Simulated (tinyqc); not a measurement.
## Tunnelling through a gate dielectric, WKB transmission and Tsu-Esaki current: dielectrics compared at equal EOT

Electrons leave the emitter at x = 0. Energies E (motion across the layers) are in eV from the emitter Fermi level; the collector Fermi level lies at -V and offers states at every E. No charge in the dielectric and no image force: F1 = V/t1, U = phi1 - F1 x. With C = hbar^2/(2 m0), kappa = sqrt(m (U - E)/C) where U > E and 0 elsewhere; T(E) = exp(-S), S = 2 times the integral of kappa over x.

A single layer of thickness t1 = EOT eps_r/3.9 for each dielectric, at V = 1.2 V. Each layer adds (2/F) sqrt(m/C) [G(u at its left edge) - G(u at its right edge)] to S, with u = U - E (0 where negative) and G(u) = (2/3) u^1.5. J = J0 times the integral of T(E) N(E) dE, N = ln[(1 + exp(-E/Vt))/(1 + exp((-E - V)/Vt))], J0 = q^2 me m0 kB T/(2 pi^2 hbar^3) (times 1e-4 for A/cm^2 per eV), from E = -Ef to far above the barrier (T = 1 there), by quadrature converged to the digits shown.

Inputs (values chosen for the exercise):
- T = 350 K (temperature)
- Ef = 0.09 eV (Fermi energy of the emitter above its band bottom)
- me = 0.46 m0 (emitter mass in the supply function)
- EOT = 1.6 nm (equivalent oxide thickness)

Constants: q = 1.602176634e-19 C, kB = 1.380649e-23 J/K, hbar = 1.054571817e-34 J s, m0 = 9.1093837015e-31 kg, Vt = kB T/q, hbar^2/(2 m0) = 0.0380998212 eV nm^2. Results are converted to the units shown.

Dielectrics (values chosen for the exercise, close to those of the materials named):
```
                 eps_r  phi1 (eV)  m1 (m0)
silicon dioxide   3.92       3.22     0.49
silicon nitride   7.47       2.18     0.51
aluminium oxide   9.08       2.63     0.39
hafnium oxide       21       1.52     0.19
zirconium oxide   24.4       1.45     0.25
```

Leakage at equal EOT:
```
                 t1 (nm)  S at E = 0  J (A/cm^2)  eps_r sqrt(m1 phi1)
silicon dioxide    1.608       18.63      0.2881                4.924
silicon nitride    3.065       28.01    2.049e-5                7.877
aluminium oxide    3.725       33.84    6.153e-8                9.196
hafnium oxide      8.615       36.19    7.830e-9                11.29
zirconium oxide    10.01       46.19   1.095e-10                14.69
```

From the lowest current to the highest: zirconium oxide, hafnium oxide, aluminium oxide, silicon nitride, silicon dioxide; the span is 9.42 decades. The figure eps_r sqrt(m1 phi1), to which S is proportional at low voltage, gives the same order.

Computed by the program tinyqc: `OMP_NUM_THREADS=1 python tinyqc.py 2540037 2540038 out.jsonl`, one thread of a shared Intel Xeon 2.30GHz, about 0.03 s for the whole run.
